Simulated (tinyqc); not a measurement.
Screening length from the swing.

Question. In a simple model of a Schottky-barrier transistor a barrier thinner than d = 2.8 nm is transparent, so the effective barrier is pn - psi (1 - exp(-d/lam)) and the swing beyond flat band is Vt ln 10/(1 - exp(-d/lam)). Find the thermionic swing, lam, and the effective barrier at psi = 0.2 V.

Values chosen for this exercise:
- T = 300 K (temperature)
- pn = 0.4 eV (barrier for electrons at both contacts)

Constants: q = 1.602176634e-19 C, kB = 1.380649e-23 J/K, Vt = kB T/q. Results are converted to the units shown.

swing in the tunnelling range = 67.340408 mV/decade

Answer. The ratio of the two swings is 1 - exp(-d/lam).

Vt ln 10 = 59.53 mV/decade
lam = 1.300 nm
effective barrier = 0.2232 eV

Computed by the program tinyqc: `OMP_NUM_THREADS=1 python tinyqc.py 2390060 2390061 out.jsonl`, one thread of a shared Intel Xeon 2.30GHz, about 0.05 s for the whole run.
